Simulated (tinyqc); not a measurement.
Overlap of hydrogenic dopants: pairs, impurity band and the Mott density: one step. The pair with two electrons (two-site Hubbard model). Two cases, with inputs chosen for the exercise.

Question. t is the hopping between the two dopants. Singlet at (u - sqrt(u^2 + 16 t^2))/2 below the triplet at 0; estimate 4 t^2/u; weight of double occupancy (1 - u/sqrt(u^2 + 16 t^2))/2; swap time pi hbar/Jx with Jx the splitting in eV. t and u are in units of Ry*.

Constants: hbar = 6.58211957e-16 eV s.

Case 1.

Values chosen (out of a larger set: an isotropic mass and dielectric constant of the size used for donors in GaAs; not measured data): u = 0.945 Ry* (cost of a second electron on one dopant).

t = 0.0206757 Ry*
Ry* = 5.30984 meV

Case 2.

Values chosen (out of a larger set: an isotropic mass and dielectric constant of the size used for acceptors in Si; not measured data): u = 0.945 Ry* (cost of a second electron on one dopant).

t = 0.0539116 Ry*
Ry* = 40.45698 meV

Give: singlet-triplet splitting; double occupancy; swap time.

Answer.

Case 1.

singlet-triplet splitting (meV): exact 0.009590, 4 t^2/u 0.009608

double occupancy = 0.0019
swap time = 216 ps

The estimate is 0.2 % too high at 4t/u = 0.09.

Case 2.

singlet-triplet splitting (meV): exact 0.4914, 4 t^2/u 0.4977

double occupancy = 0.0125
swap time = 4.21 ps

The estimate is 1.3 % too high at 4t/u = 0.23.

Computed by tinyqc, one run a case: `OMP_NUM_THREADS=1 python tinyqc.py N N+1 out.jsonl` with N = 1482410, 1482460; one thread of a shared Intel(R) Xeon(R) Processor @ 2.30GHz, about 0.01 s a run at most.
